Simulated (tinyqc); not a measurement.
Electron-beam lithography: double-Gaussian proximity function, edge placement and dose correction for parallel lines: one step, computed by the program tinyqc.

Lines are infinitely long. Absorbed energy is counted so that the middle of a very large area written at dose 1 receives 1; the resist develops where it exceeds 1/2.

Problem. Interaction matrix. f(r) = [exp(-r^2/alpha^2)/alpha^2 + eta exp(-r^2/beta^2)/beta^2]/(pi (1 + eta)). A line from a to b at dose d gives E(x) = d [S(alpha) + eta S(beta)]/(1 + eta), S(s) = [erf((b - x)/s) - erf((a - x)/s)]/2. M_ij is the mean of E at the two edges of line i from line j at dose 1.

Inputs (values chosen for the exercise, of the order of those for 30 keV electrons in resist on silicon): forward range alpha = 0.02 micrometre; backscatter range beta = 4.5 micrometre; backscatter ratio eta = 0.73.

Lines (micrometre):

| line | left edge | right edge | centre |
|---|---|---|---|
| 1 | 0.000 | 2.000 | 1.0000 |
| 2 | 5.400 | 7.100 | 6.2500 |
| 3 | 7.200 | 7.310 | 7.2550 |
| 4 | 7.384 | 7.437 | 7.4105 |
| 5 | 8.837 | 12.037 | 10.4370 |

Give: M.

Solution.

M:
```
        1       2       3       4       5
1  0.3883  0.0254  0.0010  0.0004  0.0037
2  0.0294  0.3749  0.0054  0.0025  0.0746
3  0.0160  0.0846  0.2948  0.0028  0.1026
4  0.0146  0.0833  0.0058  0.2918  0.1072
5  0.0029  0.0410  0.0035  0.0018  0.4336
```
